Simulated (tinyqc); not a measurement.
# Gate sheet resistance from two finger widths

Problem. At low frequency R = Rsh Wf/(3 L) + B/Wf, where B collects the channel and vertical terms. Find Rsh, B and the width of lowest R.

Inputs (values chosen for the exercise): channel length L = 0.8 um.

input resistance of single fingers, contacted at one end, of width 1.7 and 9.2 um (ohm): 144.28676  104.41304

Solution. R Wf is a straight line in Wf^2; the minimum of R lies where both terms are equal.

Rsh = 21.00 ohm/square
B = 220.0 ohm um
width of lowest R = 5.014 um

tinyqc, about 0.01 s, one thread, Intel Xeon 2.30GHz (shared host): `OMP_NUM_THREADS=1 python tinyqc.py 2262096 2262097 out.jsonl`
